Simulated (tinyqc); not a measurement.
Worked calculation: gated graphene: carriers, quantum capacitance and optical conductivity. Values are carried at full precision from step to step, so a last printed digit may differ when a step is redone from the rounded ones.

Cones E = +/- hv |k|, four flavours, D(E) = 2|E|/(pi hv^2). n = (2/pi)(kT/hv)^2 F_1(mu/kT), p = (2/pi)(kT/hv)^2 F_1(-mu/kT), in 1/angstrom^2 (1e16 for 1/cm^2); F_1(eta) = integral_0^infinity x dx/(1 + exp(x - eta)). Cq/e^2 = d(n - p)/d mu = (2 kT/(pi hv^2)) ln(2 + 2 cosh(mu/kT)).

Gate: V = mu/e + e (n - p)/Cox with Cox/e^2 = k/(4 pi e2 t), t in angstrom, e2 = e^2/(4 pi eps0); 1/(eV angstrom^2) in C/e^2 equals 1602.176634 microfarad/cm^2; total 1/C = 1/Cox + 1/Cq.

Constants: kB = 8.617333262e-05 eV/K; e^2/(4 pi eps0) = 14.39964547 eV angstrom; fine-structure constant alpha = 0.007297352564.

Inputs chosen for the exercise (Fermi velocity near that of graphene, gate dielectric near hBN; shifted at random, so the results belong to these values and not to a real crystal): hv = 6.49 eV angstrom (hbar vF); T = 300 K; k = 3.45 (dielectric constant of the gate layer); t = 10 nm (its thickness); V = 1.27 V (gate voltage from the neutrality point); E = 0.423 eV (photon energy); Gm = 10 meV (intraband damping).

## Chemical potential at the gate voltage

Solve the gate equation for mu.

Cox = 0.3055 microfarad/cm^2
mu = 0.1606 eV
n = 2.12e+12 1/cm^2
p = 2.02e+08 1/cm^2

mu takes 12.6 % of the gate voltage; the zero-temperature rule |mu| = hv sqrt(pi |n - p|) gives 0.1673 eV.

## Quantum capacitance

1/(eV angstrom^2) in C/e^2 equals 1602.176634 microfarad/cm^2; 1/C = 1/Cox + 1/Cq.

Cq = 3.892 microfarad/cm^2
C = 0.2832 microfarad/cm^2
Cq at mu = 0 = 0.8679 microfarad/cm^2

C is 0.927 of Cox.

## Optical conductivity at one energy

Conductivity over sigma0 = e^2/(4 hbar): interband Re = sinh(E/2kT)/(cosh(mu/kT) + cosh(E/2kT)); intraband Re = (8 kT/pi) ln(2 cosh(mu/2kT)) Gm/(E^2 + Gm^2). A free sheet absorbs about pi alpha_f Re(sigma/sigma0), alpha_f the fine-structure constant (alpha among the constants).

Evaluate both parts and the absorption.

interband = 0.8775
intraband = 0.0114
absorption = 2.038 %

E is above 2|mu| = 0.3212 eV; at this temperature interband transitions are mostly open; the universal value is pi alpha_f = 2.293 %.

## Checks

- Cq/e^2 against the finite difference of n - p (1/(eV angstrom^2)): both 0.002429.

Program tinyqc; command `OMP_NUM_THREADS=1 python tinyqc.py 1650025 1650026 out.jsonl`; about 0.01 s on one thread of a shared Intel(R) Xeon(R) Processor @ 2.30GHz.
